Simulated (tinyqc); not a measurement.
Trap density and grain size from the barrier.

Problem. With all traps filled Vb = q Qt^2/(8 eps0 eps_r N), and in that limit the barrier is largest at N* = Qt/Lg. Find Qt, Lg and the depleted width Qt/N.

Values chosen for this exercise:
```
symbol,value,unit,meaning
eps_r,11.7,,relative permittivity of the semiconductor
```

Constants: q = 1.602176634e-19 C, eps0 = 8.8541878128e-14 F/cm where lengths are in cm. Results are converted to the units shown.

barrier at N = 5.4e18 cm^-3 = 0.046397765 V
doping of the largest barrier = 1.8e18 cm^-3

Solution. The barrier gives Qt, and N* then gives Lg.

Qt = 3.600e12 cm^-2
Lg = 20.00 nm
depleted width = 6.667 nm

tinyqc, about 0.01 s, one thread, Intel Xeon 2.30GHz (shared host): `OMP_NUM_THREADS=1 python tinyqc.py 2610069 2610070 out.jsonl`
